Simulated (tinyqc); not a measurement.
Worked calculation: localisation in a chain with random site energies (transfer matrices). Values are carried at full precision from step to step, so a last printed digit may differ when a step is redone from the rounded ones.

Hopping -t; leads with site energy 0, E = -2t cos(ka). psi_(j+1) = ((e_j - E)/t) psi_j - psi_(j-1), a product of matrices M_j = [[(e_j - E)/t, -1], [1, 0]]. For M = M_N ... M_1 the transmission is T = 4 sin^2(ka)/|M21 - M12 + M22 exp(ika) - M11 exp(-ika)|^2. Long samples draw e_j = W (x_j/2147483647 - 1/2) from x_j = 16807 x_(j-1) mod 2147483647, starting at x0. The localisation length xi, in sites, is defined by ln T = -2N/xi on average; weak disorder gives xi = 24 (4t^2 - E^2)/W^2, and the mean free path for backscattering is xi/2.

Parameters, chosen for this exercise:
- t = 1.95 eV (hopping)
- E = -1.21 eV (energy)
- e = (0.31, -1.14, -1.29, 0.84, -1.25, -0.98) eV (site energies of the short sample)
- W = 2.7 eV (full width of the disorder)
- a = 3.3 angstrom (spacing)

## The product of transfer matrices

Multiply site by site and give T for each length.

Running product:

| j | (e_j - E)/t | M11 | M12 | M21 | M22 | T |
|---|---|---|---|---|---|---|
| 1 | 0.7795 | 0.7795 | -1.0000 | 1.0000 | 0.0000 | 0.9931 |
| 2 | 0.0359 | -0.9720 | -0.0359 | 0.7795 | -1.0000 | 0.8679 |
| 3 | -0.0410 | -0.7396 | 1.0015 | -0.9720 | -0.0359 | 0.9975 |
| 4 | 1.0513 | 0.1945 | 1.0887 | -0.7396 | 1.0015 | 0.9557 |
| 5 | -0.0205 | 0.7356 | -1.0238 | 0.1945 | 1.0887 | 0.7577 |
| 6 | 0.1179 | -0.1077 | -1.2095 | 0.7356 | -1.0238 | 0.9232 |

T is 0.9232 for the whole sample and does not fall steadily (it rises at j = 3 and 6): reflected waves interfere. The determinant of M stays 1.

## The same sites added without interference

One site alone reflects R_j = e_j^2/(e_j^2 + 4t^2 - E^2); incoherent addition sums R/(1 - R), and T = 1/(1 + sum).

R_j: 0.0069  0.0864  0.1080  0.0488  0.1021  0.0653

sum of R/(1 - R) = 0.4575
T without interference = 0.6861

The coherent product gives 0.9232 for this sample.

## Weak-disorder lengths

Form ka, xi, xi a and the mean free path xi a/2.

ka = 1.2553 rad
xi = 45.25 sites

lengths (nm): localisation 14.934, mean free path 7.467

The formula needs xi well above one site.

## Checks

- T from the product against the Green function: both 0.92322.

Computed by tinyqc, a small Python program: `OMP_NUM_THREADS=1 python tinyqc.py 1450655 1450656 out.jsonl` (the numbers bound the seed that draws the inputs); one thread of a shared host (Intel(R) Xeon(R) Processor @ 2.30GHz), about 0.04 s for the whole set of steps.
